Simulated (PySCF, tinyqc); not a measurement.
CIS and TDHF on RHF in the sto-6g basis, for BeH+, spin multiplicity 1, step by step (part 1 of 2). The lowest restricted solution is unstable here: a spin-polarised one lies 0.0247 hartree lower (PySCF). Computed by tinyqc, a small Python program that keeps every step (integrals from PySCF). Settings: charge = 1, multiplicity = 1, basis = sto-6g, method = RHF, energy threshold = 1e-10, iteration cap = 86, orthogonalisation = symmetric, start = atomic densities, DIIS depth = 6, TDHF = 1. Command: `OMP_NUM_THREADS=1 python tinyqc.py 22514 22515 out.jsonl` (the two numbers bound the seeds that draw the settings). One thread of a shared host (Intel(R) Xeon(R) Processor @ 2.60GHz), about 0.1 s of CPU time with the checks. The early iterations of the SCF are left out here.

## One-electron integrals

Geometry (angstrom):
```
atom         x         y         z
Be    0.000000  0.000000  0.000000
H     0.000000  0.000000  2.027000
```

Basis sto-6g: exponents (1/bohr^2) and contraction coefficients of normalised primitives:
```
element  l (shell)    exponent  coefficient
Be           s (1)  312.870494     0.009164
Be           s (1)   57.364463     0.049361
Be           s (1)   16.048509     0.168538
Be           s (1)    5.513096     0.370563
Be           s (1)    2.140897     0.416492
Be           s (1)    0.881739     0.130334
Be           s (2)   13.633247    -0.013253
Be           s (2)    2.698375    -0.046992
Be           s (2)    0.838653    -0.033785
Be           s (2)    0.322660     0.250242
Be           s (2)    0.140131     0.595117
Be           s (2)    0.064233     0.240706
Be           p (3)   13.633247     0.003760
Be           p (3)    2.698375     0.037679
Be           p (3)    0.838653     0.173897
Be           p (3)    0.322660     0.418036
Be           p (3)    0.140131     0.425860
Be           p (3)    0.064233     0.101708
H            s (1)   35.523221     0.009164
H            s (1)    6.513144     0.049361
H            s (1)    1.822143     0.168538
H            s (1)    0.625955     0.370563
H            s (1)    0.243077     0.416492
H            s (1)    0.100112     0.130334
```

Overlap, kinetic and nuclear-attraction integrals over the contracted functions; the nuclear repulsion is the sum of Za Zb / Rab.

nuclear repulsion = 1.04425695 hartree

overlap S:
```
           1Be 1s    1Be 2s   1Be 2px   1Be 2py   1Be 2pz     2H 1s
1Be 1s   1.000000  0.254764  0.000000  0.000000  0.000000  0.015297
1Be 2s   0.254764  1.000000  0.000000  0.000000  0.000000  0.226631
1Be 2px  0.000000  0.000000  1.000000  0.000000  0.000000  0.000000
1Be 2py  0.000000  0.000000  0.000000  1.000000  0.000000  0.000000
1Be 2pz  0.000000  0.000000  0.000000  0.000000  1.000000  0.302319
2H 1s    0.015297  0.226631  0.000000  0.000000  0.302319  1.000000
```

kinetic energy T (hartree):
```
            1Be 1s     1Be 2s   1Be 2px   1Be 2py   1Be 2pz      2H 1s
1Be 1s    6.768753  -0.207382  0.000000  0.000000  0.000000  -0.006285
1Be 2s   -0.207382   0.220121  0.000000  0.000000  0.000000   0.004245
1Be 2px   0.000000   0.000000  0.661265  0.000000  0.000000   0.000000
1Be 2py   0.000000   0.000000  0.000000  0.661265  0.000000   0.000000
1Be 2pz   0.000000   0.000000  0.000000  0.000000  0.661265   0.040406
2H 1s    -0.006285   0.004245  0.000000  0.000000  0.040406   0.768522
```

nuclear attraction V (hartree):
```
             1Be 1s     1Be 2s    1Be 2px    1Be 2py    1Be 2pz      2H 1s
1Be 1s   -14.975855  -1.717243   0.000000   0.000000  -0.008285  -0.110600
1Be 2s    -1.717243  -2.558990   0.000000   0.000000  -0.081688  -0.487525
1Be 2px    0.000000   0.000000  -2.541062   0.000000   0.000000   0.000000
1Be 2py    0.000000   0.000000   0.000000  -2.541062   0.000000   0.000000
1Be 2pz   -0.008285  -0.081688   0.000000   0.000000  -2.594532  -0.638012
2H 1s     -0.110600  -0.487525   0.000000   0.000000  -0.638012  -2.283369
```

core Hamiltonian H = T + V (hartree):
```
            1Be 1s     1Be 2s    1Be 2px    1Be 2py    1Be 2pz      2H 1s
1Be 1s   -8.207102  -1.924625   0.000000   0.000000  -0.008285  -0.116886
1Be 2s   -1.924625  -2.338869   0.000000   0.000000  -0.081688  -0.483281
1Be 2px   0.000000   0.000000  -1.879797   0.000000   0.000000   0.000000
1Be 2py   0.000000   0.000000   0.000000  -1.879797   0.000000   0.000000
1Be 2pz  -0.008285  -0.081688   0.000000   0.000000  -1.933267  -0.597606
2H 1s    -0.116886  -0.483281   0.000000   0.000000  -0.597606  -1.514847
```

## Two-electron integrals

Functions are numbered as in S; the eight-fold symmetry (ij|kl) = (ji|kl) = (kl|ij) leaves the list below.

Two-electron integrals (ij|kl) in chemists' order, unique and non-zero (hartree):
```
(11|11) 2.299996   (21|11) 0.361879   (21|21) 0.071926   (22|11) 0.570332
(22|21) 0.139654   (22|22) 0.417773   (31|31) 0.015252   (32|31) 0.022555
(32|32) 0.092340   (33|11) 0.570332   (33|21) 0.139654   (33|22) 0.417773
(33|33) 0.450117   (41|41) 0.015252   (42|41) 0.022555   (42|42) 0.092340
(43|43) 0.024258   (44|11) 0.570332   (44|21) 0.139654   (44|22) 0.417773
(44|33) 0.401601   (44|44) 0.450117   (51|51) 0.015252   (52|51) 0.022555
(52|52) 0.092340   (53|53) 0.024258   (54|54) 0.024258   (55|11) 0.570332
(55|21) 0.139654   (55|22) 0.417773   (55|33) 0.401601   (55|44) 0.401601
(55|55) 0.450117   (61|11) 0.021886   (61|21) 0.004247   (61|22) 0.008295
(61|33) 0.008227   (61|44) 0.008227   (61|51) 0.000427   (61|52) 0.000853
(61|55) 0.008433   (61|61) 0.000266   (62|11) 0.085594   (62|21) 0.021488
(62|22) 0.074440   (62|33) 0.071353   (62|44) 0.071353   (62|51) 0.002838
(62|52) 0.019692   (62|55) 0.080614   (62|61) 0.001425   (62|62) 0.024431
(63|31) 0.001575   (63|32) 0.008187   (63|53) 0.002972   (63|63) 0.001634
(64|41) 0.001575   (64|42) 0.008187   (64|54) 0.002972   (64|64) 0.001634
(65|11) 0.104414   (65|21) 0.026436   (65|22) 0.094898   (65|33) 0.089587
(65|44) 0.089587   (65|51) 0.004487   (65|52) 0.030479   (65|55) 0.105519
(65|61) 0.001807   (65|62) 0.034809   (65|65) 0.050334   (66|11) 0.260928
(66|21) 0.066449   (66|22) 0.256022   (66|33) 0.240620   (66|44) 0.240620
(66|51) 0.008218   (66|52) 0.077006   (66|55) 0.286824   (66|61) 0.004436
(66|62) 0.117864   (66|65) 0.175586   (66|66) 0.774999
```

## Orthogonalisation

S = U s U^T; symmetric (Loewdin) form X = U s^(-1/2) U^T, so that X^T S X = 1.

eigenvalues of S: 0.589686  0.808678  1.000000  1.000000  1.178649  1.422987

X:
```
            1Be 1s     1Be 2s   1Be 2px   1Be 2py    1Be 2pz      2H 1s
1Be 1s    1.026129  -0.136306  0.000000  0.000000  -0.004459   0.016674
1Be 2s   -0.136306   1.048684  0.000000  0.000000   0.029786  -0.128608
1Be 2px   0.000000   0.000000  1.000000  0.000000   0.000000   0.000000
1Be 2py   0.000000   0.000000  0.000000  1.000000   0.000000   0.000000
1Be 2pz  -0.004459   0.029786  0.000000  0.000000   1.038370  -0.166546
2H 1s     0.016674  -0.128608  0.000000  0.000000  -0.166546   1.060474
```

## Starting guess

The start is atomic minimal-basis densities projected into this basis (PySCF's MINAO start) and scaled to the electron count of each spin; this density is not idempotent, so its energy is not variational and may lie below the converged one.

D at the start:
```
            1Be 1s     1Be 2s   1Be 2px   1Be 2py    1Be 2pz      2H 1s
1Be 1s    1.722178  -0.420048  0.000000  0.000000   0.006010  -0.024939
1Be 2s   -0.420048   1.664801  0.000000  0.000000  -0.016764   0.102476
1Be 2px   0.000000   0.000000  0.000000  0.000000   0.000000   0.000000
1Be 2py   0.000000   0.000000  0.000000  0.000000   0.000000   0.000000
1Be 2pz   0.006010  -0.016764  0.000000  0.000000   0.001135   0.026001
2H 1s    -0.024939   0.102476  0.000000  0.000000   0.026001   0.764506
```

## Iteration 9 (converged): orbitals

converged F (hartree):
```
            1Be 1s     1Be 2s    1Be 2px    1Be 2py    1Be 2pz      2H 1s
1Be 1s   -5.042189  -1.352998   0.000000   0.000000   0.014485  -0.081434
1Be 2s   -1.352998  -0.806410   0.000000   0.000000  -0.079560  -0.304499
1Be 2px   0.000000   0.000000  -0.118034   0.000000   0.000000   0.000000
1Be 2py   0.000000   0.000000   0.000000  -0.118034   0.000000   0.000000
1Be 2pz   0.014485  -0.079560   0.000000   0.000000  -0.197570  -0.265741
2H 1s    -0.081434  -0.304499   0.000000   0.000000  -0.265741  -0.380199
```

Diagonalise F' = X^T F X, C = X C', fill 2 alpha and 2 beta electrons from the bottom; D = 2 C_occ C_occ^T. Each column has its largest component positive (the first on a tie).

F' = X^T F X (hartree):
```
           1          2          3          4          5          6
1  -4.947331  -0.658595   0.000000   0.000000   0.014905   0.028049
2  -0.658595  -0.523955   0.000000   0.000000  -0.030187  -0.205597
3   0.000000   0.000000  -0.118034   0.000000   0.000000   0.000000
4   0.000000   0.000000   0.000000  -0.118034   0.000000   0.000000
5   0.014905  -0.030187   0.000000   0.000000  -0.134268  -0.200911
6   0.028049  -0.205597   0.000000   0.000000  -0.200911  -0.271432
```

orbital energies (hartree): MO1 -5.043329, MO2 -0.616602, MO3 -0.249948, MO4 -0.118034, MO5 -0.118034, MO6 0.032893

coefficients C:
```
               MO1        MO2        MO3        MO4       MO5        MO6
1Be 1s    0.995760  -0.196510  -0.187844   0.000000  0.000000  -0.079863
1Be 2s    0.016240   0.699550   0.720090   0.000000  0.000000   0.357185
1Be 2px   0.000000   0.000000   0.000000  -0.105904  0.994376   0.000000
1Be 2py   0.000000   0.000000   0.000000   0.994376  0.105904   0.000000
1Be 2pz  -0.002354   0.235548  -0.543225   0.000000  0.000000   0.869642
2H 1s    -0.001369   0.506732  -0.465167   0.000000  0.000000  -0.834266
```

D after iteration 9:
```
            1Be 1s     1Be 2s   1Be 2px   1Be 2py    1Be 2pz      2H 1s
1Be 1s    2.060310  -0.242594  0.000000  0.000000  -0.097264  -0.201882
1Be 2s   -0.242594   0.979267  0.000000  0.000000   0.329479   0.708924
1Be 2px   0.000000   0.000000  0.000000  0.000000   0.000000   0.000000
1Be 2py   0.000000   0.000000  0.000000  0.000000   0.000000   0.000000
1Be 2pz  -0.097264   0.329479  0.000000  0.000000   0.110977   0.238726
2H 1s    -0.201882   0.708924  0.000000  0.000000   0.238726   0.513559
```

Within a degenerate level the vectors are fixed only up to a rotation; this is one choice.

## Convergence

Stop when the energy changes by less than 1e-10 hartree and every element of the error matrix X^T (F D S - S D F) X is below 3e-06.

Course of the cycle:
```
iteration   E (hartree)     change  largest element of the error matrix
1          -12.72165958          -                             9.79e-02
2          -14.67514711  -1.95e+00                             1.71e-01
3          -14.70167177  -2.65e-02                             1.29e-01
4          -14.73195339  -3.03e-02                             1.55e-02
5          -14.73258333  -6.30e-04                             1.43e-03
6          -14.73258648  -3.16e-06                             1.24e-03
7          -14.73258840  -1.92e-06                             7.09e-05
8          -14.73258842  -1.25e-08                             2.12e-06
9          -14.73258842  -1.30e-11                             6.33e-09
```

PySCF RHF in the same basis = -14.73258842 hartree

Converged in 9 iterations.

## Populations, bond orders and dipole

Mulliken: Z minus the diagonal of D S on the atom; Loewdin: the same with S^(1/2) D S^(1/2); Mayer order: 2 sum_s sum (D(s) S)_ij (D(s) S)_ji over the two atoms.

Charges (e):
```
atom  Mulliken   Loewdin
1Be   0.743307  0.755504
2H    0.256693  0.244496
```

Mayer bond orders:
```
pair     order
2-1   0.934108
```

dipole moment about the origin, x y z (debye): 0.000000  0.000000  -0.449599

## Integrals over molecular orbitals

(pq|rs) = sum C_ip C_jq C_kr C_ls (ij|kl), one index at a time.

one-electron integrals over orbitals h = C^T H C (hartree):
```
           1          2          3          4          5          6
1  -8.200158   0.183227   0.192648   0.000000   0.000000   0.054434
2   0.183227  -1.916756  -0.123423   0.000000   0.000000  -0.246978
3   0.192648  -0.123423  -1.816437   0.000000   0.000000   0.125123
4   0.000000   0.000000   0.000000  -1.879797   0.000000   0.000000
5   0.000000   0.000000   0.000000   0.000000  -1.879797   0.000000
6   0.054434  -0.246978   0.125123   0.000000   0.000000  -1.667365
```

Two-electron integrals over orbitals (pq|rs), unique and non-zero (hartree):
```
(11|11) 2.284708    (21|11) -0.180673   (21|21) 0.023953    (22|11) 0.448037
(22|21) -0.002553   (22|22) 0.428033    (31|11) -0.173949   (31|21) 0.019926
(31|22) -0.012401   (31|31) 0.026270    (32|11) 0.101941    (32|21) -0.006102
(32|22) -0.060532   (32|31) 0.000661    (32|32) 0.081038    (33|11) 0.502804
(33|21) -0.009861   (33|22) 0.334094    (33|31) 0.001027    (33|32) 0.023607
(33|33) 0.404433    (41|41) 0.015872    (42|41) 0.014539    (42|42) 0.047541
(43|41) 0.013569    (43|42) 0.036607    (43|43) 0.046122    (44|11) 0.570111
(44|21) -0.005873   (44|22) 0.342477    (44|31) -0.005669   (44|32) 0.053593
(44|33) 0.368458    (44|44) 0.450117    (51|51) 0.015872    (52|51) 0.014539
(52|52) 0.047541    (53|51) 0.013569    (53|52) 0.036607    (53|53) 0.046122
(54|54) 0.024258    (55|11) 0.570111    (55|21) -0.005873   (55|22) 0.342477
(55|31) -0.005669   (55|32) 0.053593    (55|33) 0.368458    (55|44) 0.401601
(55|55) 0.450117    (61|11) -0.071193   (61|21) 0.012576    (61|22) 0.007939
(61|31) 0.001428    (61|32) -0.008096   (61|33) -0.013251   (61|44) -0.001755
(61|55) -0.001755   (61|61) 0.015039    (62|11) 0.133063    (62|21) -0.000881
(62|22) -0.006572   (62|31) -0.008753   (62|32) 0.060126    (62|33) -0.007394
(62|44) 0.070439    (62|55) 0.070439    (62|61) 0.006883    (62|62) 0.111633
(63|11) -0.088413   (63|21) 0.003136    (63|22) 0.056628    (63|31) -0.005040
(63|32) -0.078580   (63|33) -0.038196   (63|44) -0.046500   (63|55) -0.046500
(63|61) 0.008500    (63|62) -0.062503   (63|63) 0.095336    (64|41) 0.005847
(64|42) 0.022371    (64|43) 0.004515    (64|64) 0.021092    (65|51) 0.005847
(65|52) 0.022371    (65|53) 0.004515    (65|65) 0.021092    (66|11) 0.479877
(66|21) -0.002466   (66|22) 0.433588    (66|31) -0.010711   (66|32) -0.061233
(66|33) 0.364110    (66|44) 0.348741    (66|55) 0.348741    (66|61) 0.006687
(66|62) -0.023253   (66|63) 0.053293    (66|66) 0.463892
```

## CIS matrix, singlets

A(ia,jb) = (e_a - e_i) d_ij d_ab + 2 (ia|jb) - (ij|ab).

CIS matrix A, singlet (hartree):
```
           1>3       1>4       1>5        1>6        2>3       2>4       2>5        2>6
1>3   4.343117  0.000000  0.000000   0.091268   0.011182  0.000000  0.000000  -0.020642
1>4   0.000000  4.386928  0.000000   0.000000   0.000000  0.034952  0.000000   0.000000
1>5   0.000000  0.000000  4.386928   0.000000   0.000000  0.000000  0.034952   0.000000
1>6   0.091268  0.000000  0.000000   4.626423  -0.019328  0.000000  0.000000   0.016231
2>3   0.011182  0.000000  0.000000  -0.019328   0.194635  0.000000  0.000000   0.063624
2>4   0.000000  0.034952  0.000000   0.000000   0.000000  0.251174  0.000000   0.000000
2>5   0.000000  0.000000  0.034952   0.000000   0.000000  0.000000  0.251174   0.000000
2>6  -0.020642  0.000000  0.000000   0.016231   0.063624  0.000000  0.000000   0.439174
```

## CIS singlet states

dipole integrals <i|r|a> (bohr):
```
             x         y          z
1>3   0.000000  0.000000  -0.082302
1>4  -0.014953  0.140402   0.000000
1>5   0.140402  0.014953   0.000000
1>6   0.000000  0.000000   0.114338
2>3   0.000000  0.000000  -1.479752
2>4  -0.099501  0.934254   0.000000
2>5   0.934254  0.099501   0.000000
2>6   0.000000  0.000000  -0.785916
```

Diagonalise A (1 hartree = 27.211386 eV); each vector has its largest component positive (the first on a tie). The transition dipole is mu = sqrt2 sum c_ia <i|r|a>.

singlet excitation energies (eV): 4.867929  6.826765  6.826765  12.371039  117.457242  119.382430  119.382430  126.624211

lowest vectors:
```
       state 1    state 2    state 3    state 4    state 5   state 6
1>3  -0.003901   0.000000   0.000000   0.004536   0.959404  0.000000
1>4   0.000000  -0.008333   0.001404   0.000000   0.000000  0.898777
1>5   0.000000  -0.001404  -0.008333   0.000000   0.000000  0.438325
1>6   0.005169   0.000000   0.000000  -0.002775  -0.281942  0.000000
2>3   0.971232   0.000000   0.000000   0.238078   0.003829  0.000000
2>4   0.000000   0.986070  -0.166118   0.000000   0.000000  0.007595
2>5   0.000000   0.166118   0.986070   0.000000   0.000000  0.003704
2>6  -0.238045   0.000000   0.000000   0.971231  -0.006225  0.000000
```

oscillator strengths 2/3 w |mu|^2: 0.372210  0.294507  0.294507  0.755355  0.072157  0.130094

Within a degenerate level the vectors are fixed only up to a rotation; this is one choice.

## TDHF (RPA) singlet states

B(ia,jb) = 2 (ia|jb) - (ib|ja); the squared energies are the eigenvalues of (A - B)(A + B); 1 hartree = 27.211386 eV.

TDHF matrix B, singlet (hartree):
```
           1>3       1>4       1>5        1>6        2>3       2>4       2>5        2>6
1>3   0.026270  0.000000  0.000000   0.001428   0.000661  0.000000  0.000000  -0.009410
1>4   0.000000  0.015872  0.000000   0.000000   0.000000  0.014539  0.000000   0.000000
1>5   0.000000  0.000000  0.015872   0.000000   0.000000  0.000000  0.014539   0.000000
1>6   0.001428  0.000000  0.000000   0.015039  -0.007439  0.000000  0.000000   0.006883
2>3   0.000661  0.000000  0.000000  -0.007439   0.081038  0.000000  0.000000   0.060126
2>4   0.000000  0.014539  0.000000   0.000000   0.000000  0.047541  0.000000   0.000000
2>5   0.000000  0.000000  0.014539   0.000000   0.000000  0.000000  0.047541   0.000000
2>6  -0.009410  0.000000  0.000000   0.006883   0.060126  0.000000  0.000000   0.111633
```

squared energies w^2 (hartree^2): 0.027370  0.060680  0.060680  0.185056  18.631073  19.247055  19.247055  21.653278

TDHF energies from the positive w^2 (eV): 4.501844  6.703055  6.703055  11.705817  117.454483  119.380338  119.380338  126.622968

## CIS matrix, triplets

A(ia,jb) = (e_a - e_i) d_ij d_ab - (ij|ab).

CIS matrix A, triplet (hartree):
```
           1>3       1>4       1>5        1>6        2>3       2>4       2>5        2>6
1>3   4.290577  0.000000  0.000000   0.088413   0.009861  0.000000  0.000000  -0.003136
1>4   0.000000  4.355184  0.000000   0.000000   0.000000  0.005873  0.000000   0.000000
1>5   0.000000  0.000000  4.355184   0.000000   0.000000  0.000000  0.005873   0.000000
1>6   0.088413  0.000000  0.000000   4.596345  -0.003136  0.000000  0.000000   0.002466
2>3   0.009861  0.000000  0.000000  -0.003136   0.032560  0.000000  0.000000  -0.056628
2>4   0.000000  0.005873  0.000000   0.000000   0.000000  0.156092  0.000000   0.000000
2>5   0.000000  0.000000  0.005873   0.000000   0.000000  0.000000  0.156092   0.000000
2>6  -0.003136  0.000000  0.000000   0.002466  -0.056628  0.000000  0.000000   0.215907
```

## CIS triplet states

Diagonalise A (1 hartree = 27.211386 eV); each vector has its largest component positive (the first on a tie).

triplet excitation energies (eV): 0.447936  4.247244  4.247244  6.312400  116.107785  118.510817  118.510817  125.718498

lowest vectors:
```
       state 1    state 2    state 3    state 4    state 5    state 6
1>3  -0.002031   0.000000   0.000000   0.001424   0.965832   0.000000
1>4   0.000000  -0.001382  -0.000214   0.000000   0.000000   0.998306
1>5   0.000000   0.000214  -0.001382   0.000000   0.000000  -0.058163
1>6   0.000551   0.000000   0.000000  -0.000769  -0.259155   0.000000
2>3   0.961985   0.000000   0.000000  -0.273092   0.002454   0.000000
2>4   0.000000   0.988231   0.152962   0.000000   0.000000   0.001396
2>5   0.000000  -0.152962   0.988231   0.000000   0.000000  -0.000081
2>6   0.273095   0.000000   0.000000   0.961987  -0.000940   0.000000
```

Within a degenerate level the vectors are fixed only up to a rotation; this is one choice.
